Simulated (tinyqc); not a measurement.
Temperatures in a stack of 2 dies with leakage feedback: one step of the calculation.

One-dimensional heat flow to a sink below die 0. The power of each die is released in a plane at its top; from the plane of die j > 0 heat crosses its silicon (ts), a bond layer and the wiring of die j - 1; from die 0 it crosses t0, paste and sink. Copper shares the path through bond and wiring in parallel: k_eff = fm km + (1 - fm) k. Silicon is taken at the temperature of the plane above it. Leakage is P_l exp((T - 350 K)/Tl).

Task. Resistances per area at 300 K. R = thickness/conductivity for each layer.

Parameters, values chosen for the exercise; conductivities of the order met in silicon, wiring layers, bonds and pastes:
```
symbol  value      unit                                       meaning
k0        149   W/(m K)              conductivity of silicon at 300 K
ts         30        um                    thickness of a thinned die
t0        500        um         thickness of the die next to the sink
tb         13        um                thickness of the wiring layers
kb        2.3   W/(m K)             conductivity of the wiring layers
tg         20        um                     thickness of a bond layer
kg        0.5   W/(m K)           conductivity of the bond dielectric
fm        0.1            area share of copper through bond and wiring
km        390   W/(m K)                        conductivity of copper
Rt       0.16  K cm^2/W                                 paste and lid
Rs       1.05  K cm^2/W                                     heat sink
```

Wanted: thick die; thinned die; k_eff of the bond; k_eff of the wiring; bond plus wiring; paste plus sink.

Result.

thick die = 0.03356 K cm^2/W
thinned die = 0.002013 K cm^2/W
k_eff of the bond = 39.45 W/(m K)
k_eff of the wiring = 41.07 W/(m K)
bond plus wiring = 0.008235 K cm^2/W
paste plus sink = 1.210 K cm^2/W

tinyqc, about 0.02 s, one thread, Intel Xeon 2.30GHz (shared host): `OMP_NUM_THREADS=1 python tinyqc.py 2162140 2162141 out.jsonl`
